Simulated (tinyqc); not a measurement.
## Scale length and barrier from the threshold roll-off

Problem. For L well above Lambda the threshold falls by 2 m sqrt(A (A + Vds)) exp(-pi L/(2 Lambda)), A being the height of the source potential over the barrier top; the two values follow this form. Find Lambda and A.

Values chosen for this exercise: long-channel body factor m = 1; drain voltage Vds = 0.8 V.

threshold lowering at L = 23 and 36 nm (mV): 41.109121  6.7718680

Solution. The ratio of the two values gives Lambda; the prefactor gives A (A + Vds), a quadratic with one positive root.

Lambda = 11.3 nm
A = 0.240 V

Program tinyqc, `OMP_NUM_THREADS=1 python tinyqc.py 2420103 2420104 out.jsonl`; Intel Xeon 2.30GHz, shared host, one thread, about 0.01 s.
